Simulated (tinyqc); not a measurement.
Inside a calculation. Method: Hubbard chain of 3 sites. Computed by tinyqc, a small Python program that keeps every step. Settings: hopping = 0.56, U = 11.8, mixing = 1, iteration cap = 83. Command: `OMP_NUM_THREADS=1 python tinyqc.py 24949 24950 out.jsonl` (the two numbers bound the seeds that draw the settings). One thread of a shared host (Intel(R) Xeon(R) Processor @ 2.60GHz), about 0.3 s of CPU time with the checks.

one-body matrix (hopping and site energies) (eV), order 1, 2, 3:
$$\begin{pmatrix}
-0.3900 & -0.5600 & 0.0000 \\
-0.5600 & 0.3700 & -0.5600 \\
0.0000 & -0.5600 & 0.1500
\end{pmatrix}$$

U = 11.8000 eV

electrons, up and down: [1, 1]

n(up) at the start (a guess, not normalised): 1 0.3330, 2 0.3330, 3 0.3330

n(down) at the start (a guess): 1 0.3330, 2 0.3330, 3 0.3330

Each step fills the lowest levels of T + U n(other spin) and sets n(new) = n + mixing (n(out) - n); stop when output and input agree to 1e-8.

Course of the cycle:
```
iteration     E (eV)  largest |n(out) - n(in)|  mean |n_up - n_down|
1           3.883100                  2.72e-01                0.0000
2          10.510268                  8.45e-01                0.0000
3           7.961578                  9.50e-01                0.0000
4           9.546678                  9.09e-01                0.0000
5           8.872925                  9.24e-01                0.0000
6           8.292894                  9.23e-01                0.0000
7           9.649849                  9.56e-01                0.0000
8           6.970407                  9.56e-01                0.0000
9          10.160453                  9.75e-01                0.0000
10          6.150776                  9.75e-01                0.0000
11         10.387671                  9.83e-01                0.0000
...              ...                       ...                   ...
73         10.491837                  9.86e-01                0.0000
74          5.735669                  9.86e-01                0.0000
75         10.491837                  9.86e-01                0.0000
76          5.735669                  9.86e-01                0.0000
77         10.491837                  9.86e-01                0.0000
78          5.735669                  9.86e-01                0.0000
79         10.491837                  9.86e-01                0.0000
80          5.735669                  9.86e-01                0.0000
81         10.491837                  9.86e-01                0.0000
82          5.735669                  9.86e-01                0.0000
83         10.491837                  9.86e-01                0.0000
```

Can the last value be used, and what does the course show?

Not by the stop rule. Not converged within 83 iterations: the residual has stopped falling: the iteration swings between two states. The lowest mean-field energy found from random starts is -0.77054 eV. Reruns (cap 100 unless said): mixing 0.2: not converged; mixing 0.5: not converged; mixing 0.9: not converged; the original settings with a cap of 400: not converged.
